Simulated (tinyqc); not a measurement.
## Trap density from two Hall measurements

Question. p-type body, charge-sheet picture, full ionisation (an idealisation for deep acceptors), Boltzmann statistics for free electrons. e = Ec - EF at the surface. psi = Eg - Vt ln(Nv/Na) - e; N_dep = sqrt(2 eps0 eps_r Na (psi - Vt)/q); n_f = sqrt(N_dep^2 + 2 eps0 eps_r Vt Nc exp(-e/Vt)/q) - N_dep; Vg = Vfb + psi + q (N_dep + n_t + n_f)/Cox, Cox = eps0 eox/tox. Find e and n_t at both points and the mean trap density between them.

Values chosen for this exercise; band and dielectric values close to those of 4H silicon carbide:
```
symbol,value,unit,meaning
T,300,K,temperature
Eg,3.3,eV,band gap
eps_r,9.64,,relative permittivity
Nc,1.7e19,cm^-3,conduction-band density of states at T
Nv,2.52e19,cm^-3,valence-band density of states at T
eox,3.9,,relative permittivity of the insulator
tox,62,nm,insulator thickness
Na,1.4e16,cm^-3,acceptor density
Vfb,-2.41,V,flat-band voltage without trapped charge
```

Constants: q = 1.602176634e-19 C, kB = 1.380649e-23 J/K, Vt = kB T/q, eps0 = 8.8541878128e-14 F/cm where lengths are in cm. Results are converted to the units shown.

Vg (V): 3.1104122  4.4378949
free sheet density from the Hall effect (cm^-2): 4.8179052e10  4.1541452e11

Answer. Each n_f fixes e; what the gate voltage holds beyond psi, N_dep and n_f is trapped; the difference quotient is the density, smeared over a few Vt.

e (eV): 0.110  0.0480
n_t (cm^-2): 1.64e11  2.29e11
mean trap density = 1.06e12 cm^-2 eV^-1

Computed by the program tinyqc: `OMP_NUM_THREADS=1 python tinyqc.py 2222087 2222088 out.jsonl`, one thread of a shared Intel Xeon 2.30GHz, about 0.02 s for the whole run.
